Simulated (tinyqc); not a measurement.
Inside a calculation: WKB tunnelling through a gate dielectric with a two-band (Franz) dispersion. Values are carried at full precision from step to step, so a last printed digit may differ when a step is redone from the rounded ones.

Constants: hbar^2/2m0 = 3.80998211 eV angstrom^2.

Values chosen for the exercise (of the size used for HfO2 on silicon; shifted at random, so the results belong to these values and not to a real crystal): phi = 1.43 eV (barrier above the electron energy at the emitter); t = 60 angstrom (thickness); V = 1.9 V (voltage across the layer); Eg = 5.52 eV (gap of the dielectric); m = 0.21 m0 (mass at the conduction edge).

## Shape of the barrier

Field V/t (1 V/angstrom = 100 MV/cm), the end of the forbidden region x_e = min(t, phi t/V), and u there.

field = 3.17 MV/cm
x_e = 45.16 angstrom
u(x_e) = 0.000 eV

V >= phi: a triangle, Fowler-Nordheim tunnelling into the conduction band of the dielectric.

## Decay constant through the layer

At depth x the conduction edge lies u(x) = phi - V x/t above the electron. Parabolic: kappa = sqrt(m u/c). Franz: kappa = sqrt(m u (1 - u/Eg)/c), which vanishes at both band edges. c = hbar^2/2m0. T = exp(-2 integral of kappa dx) over the region u > 0; no image force, no prefactor, zero transverse momentum. The region ends at x_e = min(t, phi t/V); x_e < t is the Fowler-Nordheim regime.

Nine points x = j x_e/8.

kappa (1/angstrom):
```
x (angstrom)  u (eV)  parabolic   Franz
0.000         1.4300     0.2807  0.2417
5.645         1.2512     0.2626  0.2309
11.289        1.0725     0.2431  0.2182
16.934        0.8938     0.2220  0.2032
22.579        0.7150     0.1985  0.1852
28.224        0.5363     0.1719  0.1634
33.868        0.3575     0.1404  0.1358
39.513        0.1787     0.0993  0.0976
45.158        0.0000     0.0000  0.0000
```

At the emitter the Franz value is 13.9 % below the parabolic one, the factor sqrt(1 - phi/Eg).

## The integrals by Simpson's rule

Weights 1, 4, 2, 4, 2, 4, 2, 4, 1 times a third of the spacing.

integral of kappa dx: parabolic 8.407, Franz 7.716

## The integrals in closed form

Parabolic: (2/3) sqrt(m/c) (t/V) (phi^(3/2) - u_e^(3/2)). Franz: sqrt(m/c) Eg^(3/2) (t/V) (f(phi/Eg) - f(u_e/Eg)) with f(y) = ((2y - 1) sqrt(y (1 - y)) + arcsin(sqrt y))/4. u_e = max(phi - V, 0). T = exp(-2 I).

integral of kappa dx: parabolic 8.4520, Franz 7.7612

T: parabolic 4.56e-08, Franz 1.81e-07

The two-band dispersion raises T by a factor 3.98.

## Checks

- Franz integral in closed form against adaptive quadrature: both 7.76119.

(tinyqc, `OMP_NUM_THREADS=1 python tinyqc.py 1452659 1452660 out.jsonl`, Intel(R) Xeon(R) Processor @ 2.30GHz, 1 thread, shared host, about 0.01 s.)
